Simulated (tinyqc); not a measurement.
Off-state leakage of single and stacked transistors: two steps of the calculation.

n-channel devices of unit width. Subthreshold current I(Vg, Vs, Vd) = I0 (T/300 K)^0.5 exp[(Vg - Vs - VT(T) - gb (Vs - Vb) + dd (Vd - Vs))/(nf Vt)] (1 - exp(-(Vd - Vs)/Vt)), VT(T) = VT - cT (T - 300 K). Gate-edge tunnelling Ig (Vd/1 V) exp(ag (Vd - 1 V)), for a gate at 0 V, and band-to-band leakage Ab u exp(-Bb/u), u = Vd - Vb + 1 V, flow at a drain held at V; both are taken as independent of T. In a stack of off transistors (all gates at 0 V) the same subthreshold current passes through each.

Values chosen for this exercise; values of the order met in bulk silicon logic transistors:
```
symbol,value,unit,meaning
T,300,K,temperature
V,0.9,V,supply voltage
VT,0.49,V,"threshold at 300 K, zero drain and body bias"
cT,0.8,mV/K,fall of the threshold with temperature
I0,0.37,uA/um,current at threshold at 300 K
nf,1.18,,slope factor
dd,0.18,,drain-induced lowering per volt
gb,0.08,,rise of the threshold per volt of source-body bias
Ig,8e-5,uA/um,gate-edge tunnelling current at 1 V
ag,5.2,1/V,exponential slope of the gate current
Ab,8,uA/(um V),prefactor of band-to-band leakage at the drain
Bb,23,V,its exponential voltage
Vb,0,V,body voltage
```

Constants: q = 1.602176634e-19 C, kB = 1.380649e-23 J/K, Vt = kB T/q. Results are converted to the units shown.

Problem 1. Leakage of one transistor. Vg = Vs = 0, Vd = V; effective threshold VT(T) - gb Vb - dd V.

Give: effective threshold; parts; total; shares.

Solution 1.

effective threshold = 0.3280 V
parts (nA/um): subthreshold 0.007917, gate edge 0.04281, band-to-band 0.08406
total = 0.1348 nA/um
shares (%): subthreshold 5.874, gate edge 31.76, band-to-band 62.37

The band-to-band part is the largest.

Problem 2. New Vx. Stack of two, Vx the node between them: I_low = I(0, 0, Vx), I_up = I(0, Vx, V), f = ln(I_up/I_low), f' = -(1 + gb + 2 dd)/(nf Vt) - 1/(Vt (exp(Vx/Vt) - 1)) - 1/(Vt (exp((V - Vx)/Vt) - 1)), Vx(new) = Vx - f/f'.

Vx at the start = 0.113 V

Give: I_low; I_up; f; f'; Vx after iteration 1.

Solution 2.

I_low = 7.521e-5 nA/um
I_up = 7.440e-5 nA/um
f = -0.01088
f' = -47.70 1/V
Vx after iteration 1 = 0.1128 V

Program tinyqc, `OMP_NUM_THREADS=1 python tinyqc.py 2242232 2242233 out.jsonl`; Intel Xeon 2.30GHz, shared host, one thread, about 0.03 s.
